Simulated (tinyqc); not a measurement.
Inside a calculation. Method: Rayleigh-quotient iteration on a symmetric matrix. Computed by tinyqc, a small Python program that keeps every step. Settings: method = rayleigh, shift = 0.16. Command: `OMP_NUM_THREADS=1 python tinyqc.py 20316 20317 out.jsonl` (the two numbers bound the seeds that draw the settings). One thread of a shared host (Intel(R) Xeon(R) Processor @ 2.60GHz), about 0.01 s of CPU time with the checks.

## Step 1

A, lower triangle:
```
           1          2          3         4
1   0.031000
2  -0.562000   0.289000
3   0.275000  -0.735000   0.411000
4   0.434000  -0.049000  -0.259000  0.903000
```

vector v at the start: 0.500000  0.500000  0.500000  0.500000

shift = 0.160000

solve (A - shift) w = v; v' = w/|w| with its largest component positive (the first on a tie); lambda = v'^T A v'; the next shift is lambda.

vector after step 1: 0.006157  0.759690  0.616293  -0.207403

Rayleigh quotient after step 1 = -0.249129

## Step 2

As before.

vector after step 2: -0.467529  0.393382  0.702491  0.364930

Rayleigh quotient after step 2 = -0.300523

## Course of the iteration

Stop when the residual |A v - lambda v| is below 1e-9.

Steps:
```
step       lambda  residual
1     -0.24912890  5.64e-01
2     -0.30052303  5.96e-02
3     -0.29008818  2.35e-03
4     -0.29006637  2.03e-07
5     -0.29006637  5.00e-17
```

all eigenvalues, for comparison: -0.541292  -0.290066  1.106692  1.358666

Converged in 5 steps.
